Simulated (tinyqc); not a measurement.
# Deep-level transient spectroscopy, step by step

tinyqc, about 0.01 s, one thread, Intel Xeon 2.30GHz (shared host): `OMP_NUM_THREADS=1 python tinyqc.py 2050020 2050021 out.jsonl` Printed values are rounded.

Schottky contact on an n-type layer with shallow donors Nd (all ionised) and a donor-like deep trap, neutral when filled and positive when empty; depletion approximation. Traps within lam of the depletion edge stay filled. A long pulse to Vp fills the traps beyond x1 = Wp - lam; back at Vr those between x1 and x2 = Wr - lam emit. A rate window reads S = C(t2) - C(t1).

Inputs (values chosen for the exercise); material values close to those of silicon: relative permittivity eps_r = 11.9; conduction-band density of states at 300 K Nc = 2.85e19 cm^-3; thermal velocity at 300 K vth = 2.3e7 cm/s; shallow donor density Nd = 7.8e14 cm^-3; built-in voltage Vbi = 0.7 V; depth of the trap below the conduction edge Et = 0.43 eV; capture cross-section sn = 1.5e-14 cm^2; trap density Nt = 7e12 cm^-3; reverse bias Vr = 6.5 V; reverse bias during the filling pulse Vp = 0 V; first sampling time t1 = 2 ms; second sampling time t2 = 5 ms; temperature of the transient T = 218 K.

Constants: q = 1.602176634e-19 C, kB = 1.380649e-23 J/K, eps0 = 8.8541878128e-14 F/cm where lengths are in cm. Results are converted to the units shown.

## Emission rate and rate window

Emission rate en = sn vth(T) Nc(T) exp(-Et/kB T) = sn g T^2 exp(-Et/kB T), g = vth Nc/(300 K)^2, as vth goes as T^0.5 and Nc as T^1.5 (degeneracy factor 1). For an exponential transient S peaks where en = ew = ln(t2/t1)/(t2 - t1).

g = 7.283333e21 cm^-2 s^-1 K^-2
en = 594.9597 1/s
1/en = 1.680786 ms
ew = 305.4302 1/s

## Widths

lam = sqrt(2 eps0 eps_r (EF - ET)/(q Nd)), EF - ET = Et - (kB T/q) ln(Nc(T)/Nd), Nc(T) = Nc (T/300 K)^1.5. In the steady state at the band bending V, 2 eps0 eps_r V/q = Nd W^2 + Nt (W - lam)^2 (the second term only if W > lam). V = Vbi + Vr gives Wr and V = Vbi + Vp gives Wp; x1 = max(Wp - lam, 0).

lam = 638.3179 nm
Wr = 3474.018 nm
Wp = 1085.622 nm
x1 = 447.3045 nm
x2 = 2835.700 nm
G = (x2^2 - x1^2)/Wr^2 = 0.6497011

The rule Nt = 2 Nd |dC|/C assumes G = 1 and would understate Nt by a factor of about 1/G = 1.54 here (the limit of small Nt/Nd).

## The transient

t, sample 0 to 6 (ms): 0  1  2  3.5  5  10  25

W(t)^2 = Wr^2 + (Nt/Nd)(x2^2 - x1^2) exp(-en t), C = eps0 eps_r/W; for small Nt, dC/C = -(Nt/2 Nd) G exp(-en t) with G = (x2^2 - x1^2)/Wr^2. S = C(t2) - C(t1).

```
sample  C (nF/cm^2)  C - C(final) (pF/cm^2)
0          3.024135               -8.803525
1          3.028073               -4.865383
2          3.030252               -2.686569
3          3.031837               -1.101430
4          3.032487               -0.451352
5          3.032916               -0.023050
6          3.032939               -0.000003
```

S = 2.235217 pF/cm^2

## Step 1: peak temperature

T at the start = 300 K

Fixed-point step for en(T) = ew: T(new) = (Et q/kB)/ln(sn g T^2/ew), g = vth Nc/(300 K)^2.

T after step 1 = 206.2387 K

## Course of the iteration for the peak temperature

Start from 300 K; stop when T changes by less than 1e-8 K.

Course of the iteration:
```
step     T (K)  change (K)
1     206.2387        93.8
2     212.8316        6.59
3     212.2618       0.570
4     212.3103      0.0484
5     212.3061     4.12e-3
6     212.3065     3.51e-4
7     212.3065     2.98e-5
8     212.3065     2.54e-6
9     212.3065     2.16e-7
10    212.3065     1.84e-8
11    212.3065     1.56e-9
```

Converged in 11 steps; each multiplies the error by -2 kB T/Et = -0.085.
